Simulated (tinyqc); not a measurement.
The same layer on three faces: band edges of strained Si(1-x)Ge(x) on relaxed Si(1-y)Ge(y).

Values are linear in the Ge fraction but for ED(x) = linear - CD x (1 - x) and a(x) = linear - Ca x (1 - x). Energies are on the common scale of Ev.

Coherent growth: e_par = (a(y) - a(x))/a(x). (001): e_perp = -2 (C12/C11) e_par; exx = eyy = e_par, ezz = e_perp, no shear. (111): e_perp = -(2 C11 + 4 C12 - 4 C44)/(C11 + 2 C12 + 4 C44) e_par; exx = eyy = ezz = (2 e_par + e_perp)/3 and exy = eyz = ezx = (e_perp - e_par)/3. (110): e_perp = -(C11 + 3 C12 - 2 C44)/(C11 + C12 + 2 C44) e_par; exx = eyy = (e_par + e_perp)/2, ezz = e_par, exy = (e_perp - e_par)/2, eyz = ezx = 0.

A valley with unit axis u lies at Ev + gap + (av + a_valley) tr(e) + Xu (u.e.u - tr(e)/3); the Delta axes are x, y, z and the L axes [111], [1-1-1], [-11-1], [-1-11]. The second-order shift of the Delta valleys under shear is left out; it lowers the pair normal to the sheared plane by tens of meV at a shear of 1 %.

Valence edges: Ev plus the levels of the 6 x 6 matrix of X, Y, Z times spin with -Dso/3 + l exx + m (eyy + ezz) on the diagonal (cyclic), n exy off it, l = av + 2 b, m = av - b, n = sqrt(3) d. Spin-orbit term (Dso/3) L.sigma on X, Y, Z with (L_k)_ij = -i epsilon_kij: <X+|H|Y+> = -i Dso/3, <X+|H|Z-> = Dso/3, <Y+|H|Z-> = -i Dso/3, <Z+|H|X-> = -Dso/3, <Z+|H|Y-> = i Dso/3, <X-|H|Y-> = i Dso/3, and their conjugates; + and - are the spin along z.

Values chosen for the exercise (end members near Si and Ge, in this order; the results hold for these values, not for the real material):
```
symbol  value           unit      meaning
a       (5.438, 5.661)  angstrom  lattice constant
Dso     (0.044, 0.294)  eV        spin-orbit splitting
av      (2.47, 1.23)    eV        valence hydrostatic potential
b       (-2.11, -2.57)  eV        tetragonal shear potential
d       (-4.85, -5.36)  eV        trigonal shear potential
C11     (166.4, 129.2)  GPa
C12     (64.3, 48.6)    GPa
C44     (80, 66)        GPa
Ev      (0, 0.6)        eV        top of the unstrained valence band
ED      (1.167, 0.917)  eV        gap to the Delta valleys
EL      (2.044, 0.744)  eV        gap to the L valleys
aD      (1.8, 1.34)     eV        hydrostatic potential of the Delta gap
aL      (-3.03, -3.05)  eV        hydrostatic potential of the L gap
XuD     (9.28, 9.39)    eV        uniaxial potential, Delta
XuL     (15.73, 14.79)  eV        uniaxial potential, L
CD      0.194           eV        bowing of the Delta gap
Ca      0.025           angstrom  bowing of the lattice constant
x       1                         Ge fraction of the layer
y       0.55                      Ge fraction of the relaxed buffer
```

dEc = Ec(buffer) - Ec(layer), dEv = Ev(layer) - Ev(buffer); buffer edges Ev(y) and Ev(y) + min(ED, EL). The digit behind Delta or L counts whole valleys.

Results:
```
face   e_par (%)  lowest valleys  gap (eV)  next valleys above (meV)  valence splitting (meV)  dEc (eV)  dEv (eV)  Delta spread (meV)  L spread (meV)
(001)      -1.88          Delta4     0.698                        33                      115    -0.042     0.326                 310               0
(111)      -1.88              L3     0.670                       125                      112    -0.002     0.313                   0             343
(110)      -1.88              L2     0.614                        95                      114     0.050     0.317                 129             271
```

On (001) only the Delta valleys split (310 meV), on (111) only the L valleys (343 meV), on (110) both (129 and 271 meV). The lowest valleys are Delta4 on (001), L3 on (111) and L2 on (110); the smallest gap is 0.614 eV on (110) and the largest 0.698 eV on (001).

(tinyqc, `OMP_NUM_THREADS=1 python tinyqc.py 1051570 1051571 out.jsonl`, Intel(R) Xeon(R) Processor @ 2.30GHz, 1 thread, shared host, about 0.01 s.)
